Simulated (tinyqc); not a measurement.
Capacitance measurement on a leaky thin oxide: effects of series resistance and leakage: one step of the calculation.

The device is a capacitance C in parallel with a leakage conductance G, in series with Rs and Ls. An impedance meter reports either a parallel pair (Cp, Gp) from Y = 1/Z = Gp + i w Cp or a series pair (Cs, Rm) from Z = Rm + 1/(i w Cs); w = 2 pi f, dissipation D = Gp/(w |Cp|).

Question. True capacitance and conductance. EOT = 3.9 tox/eox; CET = EOT + zc + zp; C = 3.9 eps0 A/CET; G = Jg A/Vs.

Parameters, values chosen for the exercise; values of the order met in thin-oxide MOS capacitors: relative permittivity of the gate insulator (close to silicon dioxide) eox = 3.9; insulator thickness tox = 1.5 nm; gate area A = 400 um^2; oxide-equivalent thickness added by the accumulation layer zc = 0.49 nm; oxide-equivalent thickness added by gate depletion zp = 0 nm; gate leakage current density, not matched to the thickness Jg = 0.21 A/cm^2; voltage for an e-fold rise of the leakage Vs = 0.42 V.

Constants: eps0 = 8.8541878128e-14 F/cm where lengths are in cm. Results are converted to the units shown.

Wanted: EOT; CET; C; G.

Answer.

EOT = 1.5000 nm
CET = 1.9900 nm
C = 6.9410 pF
G = 2.0000 uS

tinyqc, about 0.01 s, one thread, Intel Xeon 2.30GHz (shared host): `OMP_NUM_THREADS=1 python tinyqc.py 2022175 2022176 out.jsonl`
